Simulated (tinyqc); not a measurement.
Inside a calculation: model-solid line-up of a strained alloy layer on a substrate. Values are carried at full precision from step to step, so a last printed digit may differ when a step is redone from the rounded ones.

All values of the alloy are linear in x but the gap, Eg(x) = (1 - x) Eg_A + x Eg_B - C x (1 - x), and the valence edge, Ev(x) = (1 - x) Ev_A + x Ev_B + fv C x (1 - x); Ec = Ev + Eg. Ev is the top of the unstrained valence band on a scale common to all materials. In the layer only the Gamma valley of the conduction band is followed, also where an X or L valley would lie lower.

Values chosen for the exercise (A near InAs, B near AlAs, substrate near Ge; shifted at random, so the results belong to these values and not to a real crystal):
- a = (6.054, 5.66) angstrom (lattice constant of A, B)
- Eg = (0.421, 3.099) eV (gap at Gamma to the s-like level of A, B)
- Dso = (0.387, 0.278) eV (spin-orbit splitting of A, B)
- Ev = (-0.59, -1.35) eV (top of the unstrained valence band of A, B)
- ac = (-5.1, -5.7) eV (conduction deformation potential of A, B)
- av = (1, 2.46) eV (valence hydrostatic potential of A, B)
- b = (-1.78, -2.29) eV (tetragonal shear potential of A, B)
- d = (-3.62, -3.36) eV (trigonal shear potential of A, B)
- C11 = (83.4, 123.8) GPa (of A, B)
- C12 = (45.3, 53.2) GPa (of A, B)
- C44 = (40.1, 54.5) GPa (of A, B)
- C = 0.68 eV (bowing of the gap)
- fv = 0.2 (share of the bowing taken by the valence edge)
- x = 0.83 (fraction of B)
- a_s = 5.65 angstrom (substrate)
- face = 111 (growth face)
- Eg_s = 0.753 eV (lowest gap of the substrate)
- Ev_s = -0.35 eV (substrate valence edge)
- e14 = -0.179 C/m^2 (piezoelectric constant of the layer)
- eps = 13.8 (dielectric constant)
- Lw = 12 nm (thickness of the layer)

## Values of the alloy

Interpolate.

Alloy at x (a in angstrom, C11, C12, C44 in GPa, all else in eV):

| symbol | value |
|---|---|
| a | 5.7270 |
| Eg | 2.5478 |
| Dso | 0.2965 |
| Ev | -1.2016 |
| ac | -5.5980 |
| av | 2.2118 |
| b | -2.2033 |
| d | -3.4042 |
| C11 | 116.9320 |
| C12 | 51.8570 |
| C44 | 52.0520 |

## Strain on the (111) substrate

Coherent growth on a (111) face: e_par = (a_s - a)/a, e_perp = -(2 C11 + 4 C12 - 4 C44)/(C11 + 2 C12 + 4 C44) e_par; exx = eyy = ezz = (2 e_par + e_perp)/3 and exy = eyz = ezx = (e_perp - e_par)/3.

Use the values of the alloy.

e_par = -0.013442
e_perp = 0.007306

strain tensor in the cubic axes:
```
           x          y          z
x  -0.006526   0.006916   0.006916
y   0.006916  -0.006526   0.006916
z   0.006916   0.006916  -0.006526
```

The layer is under compression in the plane; its volume changes by -1.958 %.

## Strained band edges

Strained edges: Ec + ac tr(e); the valence edges are Ev plus the levels of the 6 x 6 matrix of X, Y, Z times spin with -Dso/3 + l exx + m (eyy + ezz) on the diagonal (cyclic), n exy off it, l = av + 2 b, m = av - b, n = sqrt(3) d. Spin-orbit term (Dso/3) L.sigma on X, Y, Z with (L_k)_ij = -i epsilon_kij: <X+|H|Y+> = -i Dso/3, <X+|H|Z-> = Dso/3, <Y+|H|Z-> = -i Dso/3, <Z+|H|X-> = -Dso/3, <Z+|H|Y-> = i Dso/3, <X-|H|Y-> = i Dso/3, and their conjugates; + and - are the spin along z.

Give the hydrostatic shifts, the strain block and the edges.

ac tr(e), av tr(e) (eV): 0.1096  -0.0433

strain block (eV), lower triangle:
```
         X        Y        Z
X  -0.0433
Y  -0.0408  -0.0433
Z  -0.0408  -0.0408  -0.0433
```

Ec and the three valence edges from the top (eV): 1.4558  -1.2041  -1.2733  -1.5538

strained gap = 2.6599 eV

Strain moves the gap by +112 meV: +153 meV from the volume and -41 meV from the splitting of the valence edge, which always raises the top.

## Offsets against the substrate material

dEc = Ec(substrate) - Ec(layer), dEv = Ev(layer) - Ev(substrate); positive values confine the carrier in the layer. Type I: both of one sign; type II: opposite signs; type III: the gaps do not overlap.

Give also the smallest gap across the interface, min Ec - max Ev.

dEc = -1.0528 eV
dEv = -0.8541 eV

type: I

smallest gap = 0.7530 eV

Both carriers collect in the substrate material; the conduction band takes 55 % of the gap difference. Where the alloy is indirect its X or L edge, left out, lies lower and changes dEc.

## Piezoelectric polarisation

P_x = 2 e14 eyz and cyclic. The field along the normal n of the (111) face is -P.n/(eps eps0) in a layer between thick unstrained barriers, eps0 = 8.8541878e-12 F/m; 1 kV/cm = 1e5 V/m.

P (C/m^2): -0.002476  -0.002476  -0.002476

P.n = -0.004288 C/m^2
field along n = 351.0 kV/cm
potential drop across the layer = 421.1 mV

The drop of 421 meV tilts both band edges, pulls electrons and holes to opposite faces and lowers the transition; a (001) layer has no shear and no such field.

Computed by tinyqc, a small Python program: `OMP_NUM_THREADS=1 python tinyqc.py 1080017 1080018 out.jsonl` (the numbers bound the seed that draws the inputs); one thread of a shared host (Intel(R) Xeon(R) Processor @ 2.30GHz), about 0.01 s for the whole set of steps.
